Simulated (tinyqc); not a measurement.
Electron mobility in a silicon inversion layer, empirical terms and Matthiessen rule: course of the iteration: inversion density for the measured current.

Inversion layer of sheet density Ns on a uniformly doped body, under a high-permittivity gate with an interlayer. The mobility terms are empirical power laws with prefactors chosen for the exercise; adding their inverses (Matthiessen) is itself an approximation.

I = (W/L) q Ns mu Vd. E = q (Ndep + eta Ns)/(eps0 eps_r) in MV/cm. With t = T/(300 K): muC = Ac (Ns/1e12 cm^-2) t/(Nb/1e17 cm^-3 + Nit/1e11 cm^-2), muP = Ap E^(-1/3) t^(-1.75), muS = As E^(-gs), muR = Ar exp(2 ti/lr)/t; 1/mu is the sum of the inverses. Ns(new) = I/((W/L) q mu Vd).

Stop when Ns changes by less than 1e5 cm^-2, or after 15 iterations.

Parameters, values chosen for the exercise; material values close to those of silicon: temperature T = 325 K; relative permittivity of the semiconductor eps_r = 11.5; body doping Nb = 2.5e18 cm^-3; weight of the inversion charge in the effective field eta = 0.5; phonon-limited mobility at 1 MV/cm and 300 K Ap = 468 cm^2/(V s); roughness-limited mobility at 1 MV/cm As = 693 cm^2/(V s); exponent of the roughness term gs = 2; Coulomb prefactor Ac = 2800 cm^2/(V s); charge at the interface Nit = 9e11 cm^-2; remote-phonon mobility without interlayer Ar = 250 cm^2/(V s); interlayer thickness ti = 1.5 nm; decay length of remote phonons lr = 0.9 nm; ratio W/L WL = 20; drain voltage Vd = 0.02 V; measured linear current I = 3.47 uA.

Constants: q = 1.602176634e-19 C, eps0 = 8.8541878128e-14 F/cm where lengths are in cm. Results are converted to the units shown.

Ns at the start = 4.6e11 cm^-2
Ndep = 7.10602e12 cm^-2

Course of the iteration:

| iteration | Ns (cm^-2) | \|change\| (cm^-2) |
|---|---|---|
| 1 | 1.57144e12 | 1.11e12 |
| 2 | 6.58105e11 | 9.13e11 |
| 3 | 1.17774e12 | 5.20e11 |
| 4 | 7.80073e11 | 3.98e11 |
| 5 | 1.03569e12 | 2.56e11 |
| 6 | 8.48206e11 | 1.87e11 |
| 7 | 9.74402e11 | 1.26e11 |
| 8 | 8.83973e11 | 9.04e10 |
| 9 | 9.46084e11 | 6.21e10 |
| 10 | 9.02113e11 | 4.40e10 |
| 11 | 9.32600e11 | 3.05e10 |
| 12 | 9.11148e11 | 2.15e10 |
| 13 | 9.26089e11 | 1.49e10 |
| 14 | 9.15608e11 | 1.05e10 |
| 15 | 9.22923e11 | 7.32e9 |

Did this iteration meet its convergence test, and what does its course show?

No. Not converged within 15 iterations. The value swings about the solution and each change is still 0.70 times the one before. Near the solution, 9.199e11 cm^-2, d ln Ns(new)/d ln Ns = -d ln mu/d ln Ns = -0.699, which sets the rate. A rerun with the update Ns (Ns(new)/Ns)^(1/(1 - s)), s = -0.699, converges in 4 iterations.

Program tinyqc, `OMP_NUM_THREADS=1 python tinyqc.py 2510091 2510092 out.jsonl`; Intel Xeon 2.30GHz, shared host, one thread, about 0.01 s.
